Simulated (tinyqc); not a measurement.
# One-dimensional ballistic tunnel FET, two-band WKB: effect of the source degeneracy

A p-type source for x < 0 with its Fermi level at 0 and its valence edge at ds; in the channel the bands fall as D exp(-x/lam) towards their flat values, with the conduction edge at Ec = ds - dP and D = dP + Eg. The gate moves dP one to one. The drain Fermi level lies at -Vd and the drain side reflects nothing. For w = E - Ec between 0 and dP an electron crosses the gap. Two-band dispersion with equal masses m: inside the gap kappa = sqrt(m u (1 - u/Eg)/C), u the distance from a band edge, C = hbar^2/(2 m0).

S(w) = 2 lam int_0^Eg kappa(u) du/(w + Eg - u) = 2 pi lam sqrt(m/(C Eg)) [w + Eg/2 - sqrt(w (w + Eg))], T(w) = exp(-S). I = g (2 q^2/h) int_0^dP T(w) [f(E) - f(E + Vd)] dw, E = ds - dP + w, f(x) = 1/(1 + exp(x/Vt)). Swing = d(dP)/d(log10 I).

Parameters, values chosen for the exercise; band and dielectric values close to those of indium arsenide: temperature T = 200 K; band gap Eg = 0.345 eV; band-edge mass of the two-band model m = 0.026 m0; screening length of the source junction lam = 2.1 nm; drain bias Vd = 0.1 V; number of degenerate subbands (spin apart) g = 1; tunnelling window Ev(source) - Ec(channel) dP = 0.28 eV.

Constants: q = 1.602176634e-19 C, kB = 1.380649e-23 J/K, hbar = 1.054571817e-34 J s, h = 6.62607015e-34 J s, m0 = 9.1093837015e-31 kg, Vt = kB T/q, hbar^2/(2 m0) = 0.0380998212 eV nm^2. Results are converted to the units shown.

Effect of the source degeneracy:
```
ds (eV)   I (uA)  swing (mV/decade)
-0.05      1.937               1258
0          3.239               1076
0.05       3.281              809.1
0.1        2.788              537.1
0.15       2.097              299.8
0.2        1.187              143.6
0.25      0.3795              73.48
0.3      0.04510              43.93
```

I goes from 1.94 through a maximum of 3.28 (at ds = 0.05 eV among the rows listed) to 0.0451 uA, and the swing falls from 1260 to 43.9 mV/decade. The screening length is held fixed, though doping would change it. In every row S at w = dP is below 2, where a WKB prefactor of 1 is a rough guess.

Computed by the program tinyqc: `OMP_NUM_THREADS=1 python tinyqc.py 2620114 2620115 out.jsonl`, one thread of a shared Intel Xeon 2.30GHz, about 0.02 s for the whole run.
